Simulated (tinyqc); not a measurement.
Two-node Weyl semimetal on a cubic lattice and its slab: one step. One k point.

H = d.s with dx = t sin kx, dy = t sin ky, dz = m (2 - cos kx - cos ky) + M(kz), M = tz (cos k0 - cos kz), k in 1/a. Nodes at (0, 0, +/-k0). Berry curvature of the lower band along z: Omega = d.(dd/dkx x dd/dky)/(2|d|^3), in the sense curl of i<u|grad u>.

Values chosen for the exercise: t = 0.66 eV (hopping in sx and sy); m = 0.66 eV (mass term); tz = 0.48 eV (hopping along z); k0 = 2.32 1/a (position of the nodes); k = (-0.7, 0.08, 1.67) 1/a (wave vector).

Question. Form M, d, E = -/+ |d| and Omega.

Give: M(kz); dx, dy, dz; |E|; Omega.

Answer.

M(kz) = -0.2794 eV

dx, dy, dz (eV): -0.4252  0.0527  -0.1221

|E| = 0.4455 eV
Omega = -0.9098 a^2

Run: tinyqc, `OMP_NUM_THREADS=1 python tinyqc.py 1482778 1482779 out.jsonl`; Intel(R) Xeon(R) Processor @ 2.30GHz, one thread, shared host; about 0.1 s of CPU time with all checks.
